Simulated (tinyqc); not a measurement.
From one set of inputs to another, one input at a time: gas flow in a process chamber: flow regimes, conductance, effective pumping speed, pump-down, outgassing and purge. Computed by tinyqc, a small Python program. Command: `OMP_NUM_THREADS=1 python tinyqc.py 3121306 3121307 out.jsonl pump ladder`. One thread of a shared host (Intel(R) Xeon(R) Processor @ 2.30GHz), about 0.01 s of CPU time with the checks.

Ideal gas, isothermal flow, a pump of constant speed at the end of a round pipe; process gas, volume gas and outgassing are given the same properties. 1 sccm = 101325 Pa x 1e-6 m^3/60 s x T/273.15 K.

The inputs printed are set A. Set A is modelled on nitrogen near room temperature; the values taken over come from a set modelled on oxygen near room temperature. Inputs not listed in the table keep their values of set A, so the rows need not describe a real material.

Inputs (values chosen for the exercise, modelled on nitrogen near room temperature):
```
quantity,value,unit
molar mass M,28.01,g/mol
molecular diameter,0.37,nm
viscosity eta,17.8,micropascal s
temperature T,300,K
chamber volume V,220,L
pipe diameter d,4,cm
pipe length l,150,cm
pump speed S,21,L/s
process gas flow,170,sccm
```

Constants: k_B = 1.380649e-23 J/K; u = 1.6605390666e-27 kg.

Method:
- Mean speed c = sqrt(8 k_B T/(pi m)); aperture conductance C_a = c pi d^2/16; molecular pipe C_m = C_a/(1 + 3 l/(4 d)) (Dushman form); viscous pipe C_v = pi d^4 p_mean/(128 eta l); Knudsen interpolation C = C_v + C_m (1 + x)/(1 + 1.24 x), x = d p_mean sqrt(m/(k_B T))/eta.
- Effective speed 1/S_eff = 1/S + 1/C_m; time constant V/S_eff; pressure at which the free path k_B T/(sqrt2 pi d_m^2 p) equals d.
- Steady flow: the pump inlet is at p_2 = Q/S, and the chamber pressure p_1 solves Q = C((p_1 + p_2)/2) (p_1 - p_2). Residence time = p_1 V/Q.
- Knudsen number = free path at the mean pressure over d.

Each row keeps all changes above it:
```
input moved,from,to,S_eff in molecular flow (L/s),residence time (s),conductance C (L/s)
set A,-,-,4.1271,15.125,47.32
chamber volume V (L),220,27,4.1271,1.856,47.32
molar mass M (g/mol),28.01,32,3.9108,1.859,47.09
pipe length l (cm),150,72,6.6131,1.586,90.00
process gas flow (sccm),170,630,6.6131,1.379,290.44
pump speed S (L/s),21,79,8.6018,0.594,107.06
```

S_eff in molecular flow goes from 4.13 to 8.60, a factor 2.08 in all. The largest single move comes from pipe length l (a factor 1.69), and molar mass M works against it (a factor 0.948). Residence time goes from 15.1 to 0.594, a factor 0.0393 in all. The largest single move comes from chamber volume V (a factor 0.123). Conductance C goes from 47.3 to 107, a factor 2.26 in all. The largest single move comes from process gas flow (a factor 3.23), and pump speed S works against it (a factor 0.369). The single moves hold for this order of the switches; the total does not depend on the order.

Extremes, crossings and ranges named in words are read from the listed rows.
